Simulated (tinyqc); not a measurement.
From one set of inputs to another, one input at a time: the 3-omega method: a line heater on a substrate with a thin film. Computed by tinyqc, a small Python program. Command: `OMP_NUM_THREADS=1 python tinyqc.py 3015724 3015725 out.jsonl threeomega ladder`. One thread of a shared host (Intel(R) Xeon(R) Processor @ 2.30GHz), about 0.01 s of CPU time with the checks.

A current at angular frequency omega = 2 pi f heats the line at 2 omega with the amplitude P per length; the temperature swing Delta T at 2 omega gives a voltage at 3 omega. The substrate is taken as semi-infinite and isotropic, and the heat capacity of heater and film is left out.

The inputs printed are set A. Set A is modelled on hafnia on diamond; the values taken over come from a set modelled on hafnia on germanium. Inputs not listed in the table keep their values of set A, so the rows need not describe a real material.

Inputs (values chosen for the exercise, modelled on hafnia on diamond):

| quantity | value | unit |
|---|---|---|
| substrate conductivity kappa | 1840 | W/(m K) |
| substrate heat capacity C | 1.84 | 1e6 J/(m^3 K) |
| heater half-width b | 8.4 | micrometre |
| power amplitude per length P | 23 | W/m |
| current frequency f | 880 | Hz |
| film thickness t | 200 | nm |
| film conductivity kappa_f | 1.2 | W/(m K) |
| interface resistance R_i | 33 | m^2 K/GW |
| substrate thickness d_s | 300 | micrometre |
| temperature coefficient of resistance beta | 3.6 | 1e-3/K |
| voltage amplitude V_1 | 2.2 | V |

Method:
- D = kappa/C; q = sqrt(2 i omega/D); penetration depth 1/|q| = sqrt(D/(2 omega)).
- Delta T_s = (P/(pi kappa)) int_0^infinity (sin x/x)^2 / sqrt(x^2 + (q b)^2) dx with (q b)^2 = i |q b|^2, averaged over the heater width (12 Gauss-Legendre points on each of the pieces 0, 14 log-spaced edges from 1e-5 to 1, and multiples of pi to 40 pi; the tail adds 1/(4 (40 pi)^2)).
- For |q| b much below 1: Delta T_s = (P/(pi kappa)) [-ln(|q| b) + eta - i pi/4], eta = 3/2 - C_E = 0.92278, with Euler's C_E = 0.5772157.
- One-dimensional flow across the film: Delta T_f = P (t/kappa_f + R_i)/(2 b); total in-phase swing Delta T = Delta T_s + Delta T_f; third-harmonic amplitude V_3 = V_1 beta |Delta T|/2 with the out-of-phase part included; the apparent film conductivity is t/(t/kappa_f + R_i).

Each row keeps all changes above it:

| input moved | from | to | in-phase Delta T_s (K) | Delta T_f (K) | V_3 (mV) |
|---|---|---|---|---|---|
| set A | - | - | 0.0179 | 0.2734 | 1.153 |
| film conductivity kappa_f (W/(m K)) | 1.2 | 1 | 0.0179 | 0.3190 | 1.334 |
| current frequency f (Hz) | 880 | 51 | 0.0236 | 0.3190 | 1.357 |
| substrate heat capacity C (1e6 J/(m^3 K)) | 1.84 | 1.64 | 0.0238 | 0.3190 | 1.358 |
| film thickness t (nm) | 200 | 570 | 0.0238 | 0.8255 | 3.363 |
| power amplitude per length P (W/m) | 23 | 58 | 0.0600 | 2.0818 | 8.482 |
| substrate conductivity kappa (W/(m K)) | 1840 | 61.3 | 1.2895 | 2.0818 | 13.383 |
| heater half-width b (micrometre) | 8.4 | 3.8 | 1.5284 | 4.6018 | 24.294 |

Where does the difference come from?

In-phase Delta T_s goes from 0.0179 to 1.53, a factor 85.3 in all. The largest single move comes from substrate conductivity kappa (a factor 21.5). Delta T_f goes from 0.273 to 4.60, a factor 16.8 in all. The largest single move comes from film thickness t (a factor 2.59). V_3 goes from 1.15 to 24.3, a factor 21.1 in all. The largest single move comes from power amplitude per length P (a factor 2.52). The single moves hold for this order of the switches; the total does not depend on the order.

Caution (all rows): the penetration depth exceeds a fifth of the substrate thickness, so the back face is felt and the semi-infinite formula fails.

Extremes, crossings and ranges named in words are read from the listed rows.
